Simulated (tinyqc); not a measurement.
Inside a calculation. Method: RKS/LDA (VWN5) in the sto-3g basis, for BeH2, spin multiplicity 1. One step of it, computed by the program tinyqc.

Task: Iteration 1: building the Kohn-Sham matrix. J_ij = sum D_kl (ij|kl); F = H + J + V_xc; E = tr D H + tr D J / 2 + E_xc + E_nn.

D at the start, order 1Be 1s, 1Be 2s, 1Be 2px, 1Be 2py, 1Be 2pz, 2H 1s, 3H 1s:
$$\begin{pmatrix}
2.131387 & -0.471791 & 0.000000 & 0.000000 & 0.000000 & -0.049075 & -0.049075 \\
-0.471791 & 1.621391 & 0.000000 & 0.000000 & 0.000000 & 0.240949 & 0.240949 \\
0.000000 & 0.000000 & 0.000000 & 0.000000 & 0.000000 & 0.000000 & 0.000000 \\
0.000000 & 0.000000 & 0.000000 & 2.014289 & 0.000000 & -0.006940 & 0.006940 \\
0.000000 & 0.000000 & 0.000000 & 0.000000 & 0.000000 & 0.000000 & 0.000000 \\
-0.049075 & 0.240949 & 0.000000 & -0.006940 & 0.000000 & 0.036052 & 0.036004 \\
-0.049075 & 0.240949 & 0.000000 & 0.006940 & 0.000000 & 0.036004 & 0.036052
\end{pmatrix}$$

core Hamiltonian H = T + V (hartree), order 1Be 1s, 1Be 2s, 1Be 2px, 1Be 2py, 1Be 2pz, 2H 1s, 3H 1s:
$$\begin{pmatrix}
-8.637951 & -2.132302 & 0.000000 & 0.000000 & 0.000000 & -0.537428 & -0.537428 \\
-2.132302 & -2.827257 & 0.000000 & 0.000000 & 0.000000 & -1.243678 & -1.243678 \\
0.000000 & 0.000000 & -2.284252 & 0.000000 & 0.000000 & 0.000000 & 0.000000 \\
0.000000 & 0.000000 & 0.000000 & -2.509943 & 0.000000 & -1.294972 & 1.294972 \\
0.000000 & 0.000000 & 0.000000 & 0.000000 & -2.284252 & 0.000000 & 0.000000 \\
-0.537428 & -1.243678 & 0.000000 & -1.294972 & 0.000000 & -2.190296 & -0.114404 \\
-0.537428 & -1.243678 & 0.000000 & 1.294972 & 0.000000 & -0.114404 & -2.190296
\end{pmatrix}$$

Two-electron integrals (ij|kl) in chemists' order, unique and non-zero (hartree):
```
(11|11) 2.298831    (21|11) 0.392036    (21|21) 0.079539    (22|11) 0.570988
(22|21) 0.143041    (22|22) 0.417683    (31|31) 0.014607    (32|31) 0.021888
(32|32) 0.092265    (33|11) 0.569578    (33|21) 0.143083    (33|22) 0.417589
(33|33) 0.449859    (41|41) 0.014607    (42|41) 0.021888    (42|42) 0.092265
(43|43) 0.024249    (44|11) 0.569578    (44|21) 0.143083    (44|22) 0.417589
(44|33) 0.401360    (44|44) 0.449859    (51|51) 0.014607    (52|51) 0.021888
(52|52) 0.092265    (53|53) 0.024249    (54|54) 0.024249    (55|11) 0.569578
(55|21) 0.143083    (55|22) 0.417589    (55|33) 0.401360    (55|44) 0.401360
(55|55) 0.449859    (61|11) 0.096563    (61|21) 0.019576    (61|22) 0.035468
(61|33) 0.035210    (61|41) 0.001752    (61|42) 0.003281    (61|44) 0.036003
(61|55) 0.035210    (61|61) 0.005058    (62|11) 0.217119    (62|21) 0.055095
(62|22) 0.173144    (62|33) 0.166789    (62|41) 0.007243    (62|42) 0.042921
(62|44) 0.185700    (62|55) 0.166789    (62|61) 0.014988    (62|62) 0.103558
(63|31) 0.005274    (63|32) 0.024125    (63|43) 0.007600    (63|63) 0.010026
(64|11) 0.226955    (64|21) 0.058332    (64|22) 0.192366    (64|33) 0.180978
(64|41) 0.011852    (64|42) 0.067090    (64|44) 0.214946    (64|55) 0.180978
(64|61) 0.016655    (64|62) 0.131344    (64|64) 0.172838    (65|51) 0.005274
(65|52) 0.024125    (65|54) 0.007600    (65|65) 0.010026    (66|11) 0.382257
(66|21) 0.098801    (66|22) 0.346406    (66|33) 0.321228    (66|41) 0.015873
(66|42) 0.119061    (66|44) 0.396487    (66|55) 0.321228    (66|61) 0.027710
(66|62) 0.258837    (66|64) 0.349706    (66|66) 0.774606    (71|11) 0.096563
(71|21) 0.019576    (71|22) 0.035468    (71|33) 0.035210    (71|41) -0.001752
(71|42) -0.003281   (71|44) 0.036003    (71|55) 0.035210    (71|61) 0.004610
(71|62) 0.012640    (71|64) 0.012847    (71|66) 0.022313    (71|71) 0.005058
(72|11) 0.217119    (72|21) 0.055095    (72|22) 0.173144    (72|33) 0.166789
(72|41) -0.007243   (72|42) -0.042921   (72|44) 0.185700    (72|55) 0.166789
(72|61) 0.012640    (72|62) 0.055726    (72|64) 0.055994    (72|66) 0.103406
(72|71) 0.014988    (72|72) 0.103558    (73|31) 0.005274    (73|32) 0.024125
(73|43) -0.007600   (73|63) 0.004371    (73|73) 0.010026    (74|11) -0.226955
(74|21) -0.058332   (74|22) -0.192366   (74|33) -0.180978   (74|41) 0.011852
(74|42) 0.067090    (74|44) -0.214946   (74|55) -0.180978   (74|61) -0.012847
(74|62) -0.055994   (74|64) -0.053730   (74|66) -0.102033   (74|71) -0.016655
(74|72) -0.131344   (74|74) 0.172838    (75|51) 0.005274    (75|52) 0.024125
(75|54) -0.007600   (75|65) 0.004371    (75|75) 0.010026    (76|11) 0.019428
(76|21) 0.004803    (76|22) 0.013515    (76|33) 0.013300    (76|44) 0.013938
(76|55) 0.013300    (76|61) 0.001196    (76|62) 0.005752    (76|64) 0.006495
(76|66) 0.011829    (76|71) 0.001196    (76|72) 0.005752    (76|74) -0.006495
(76|76) 0.000445    (77|11) 0.382257    (77|21) 0.098801    (77|22) 0.346406
(77|33) 0.321228    (77|41) -0.015873   (77|42) -0.119061   (77|44) 0.396487
(77|55) 0.321228    (77|61) 0.022313    (77|62) 0.103406    (77|64) 0.102033
(77|66) 0.192676    (77|71) 0.027710    (77|72) 0.258837    (77|74) -0.349706
(77|76) 0.011829    (77|77) 0.774606
```

nuclear repulsion = 3.27604246 hartree

V_xc (hartree), order 1Be 1s, 1Be 2s, 1Be 2px, 1Be 2py, 1Be 2pz, 2H 1s, 3H 1s:
$$\begin{pmatrix}
-1.430199 & -0.219008 & 0.000000 & 0.000000 & 0.000000 & -0.054985 & -0.054985 \\
-0.219008 & -0.359358 & 0.000000 & 0.000000 & 0.000000 & -0.160806 & -0.160806 \\
0.000000 & 0.000000 & -0.330609 & 0.000000 & 0.000000 & 0.000000 & 0.000000 \\
0.000000 & 0.000000 & 0.000000 & -0.408669 & 0.000000 & -0.185055 & 0.185055 \\
0.000000 & 0.000000 & 0.000000 & 0.000000 & -0.330609 & 0.000000 & 0.000000 \\
-0.054985 & -0.160806 & 0.000000 & -0.185055 & 0.000000 & -0.339691 & -0.012725 \\
-0.054985 & -0.160806 & 0.000000 & 0.185055 & 0.000000 & -0.012725 & -0.339691
\end{pmatrix}$$

E_xc = sum of w rho eps_xc = -3.35941664 hartree

Give: Coulomb J; Kohn-Sham matrix F; total energy of this density.

Result:

Coulomb J (hartree), order 1Be 1s, 1Be 2s, 1Be 2px, 1Be 2py, 1Be 2pz, 2H 1s, 3H 1s:
$$\begin{pmatrix}
6.8158 & 1.3358 & 0.0000 & 0.0000 & 0.0000 & 0.3312 & 0.3312 \\
1.3358 & 2.7809 & 0.0000 & 0.0000 & 0.0000 & 1.1505 & 1.1505 \\
0.0000 & 0.0000 & 2.7374 & 0.0000 & 0.0000 & 0.0000 & 0.0000 \\
0.0000 & 0.0000 & 0.0000 & 2.8577 & 0.0000 & 1.2745 & -1.2745 \\
0.0000 & 0.0000 & 0.0000 & 0.0000 & 2.7374 & 0.0000 & 0.0000 \\
0.3312 & 1.1505 & 0.0000 & 1.2745 & 0.0000 & 2.2809 & 0.0929 \\
0.3312 & 1.1505 & 0.0000 & -1.2745 & 0.0000 & 0.0929 & 2.2809
\end{pmatrix}$$

Kohn-Sham matrix F (hartree), order 1Be 1s, 1Be 2s, 1Be 2px, 1Be 2py, 1Be 2pz, 2H 1s, 3H 1s:
$$\begin{pmatrix}
-3.2523 & -1.0155 & 0.0000 & 0.0000 & 0.0000 & -0.2612 & -0.2612 \\
-1.0155 & -0.4057 & 0.0000 & 0.0000 & 0.0000 & -0.2540 & -0.2540 \\
0.0000 & 0.0000 & 0.1226 & 0.0000 & 0.0000 & 0.0000 & 0.0000 \\
0.0000 & 0.0000 & 0.0000 & -0.0609 & 0.0000 & -0.2055 & 0.2055 \\
0.0000 & 0.0000 & 0.0000 & 0.0000 & 0.1226 & 0.0000 & 0.0000 \\
-0.2612 & -0.2540 & 0.0000 & -0.2055 & 0.0000 & -0.2491 & -0.0343 \\
-0.2612 & -0.2540 & 0.0000 & 0.2055 & 0.0000 & -0.0343 & -0.2491
\end{pmatrix}$$

total energy of this density = -14.989590 hartree

This density is the starting one.
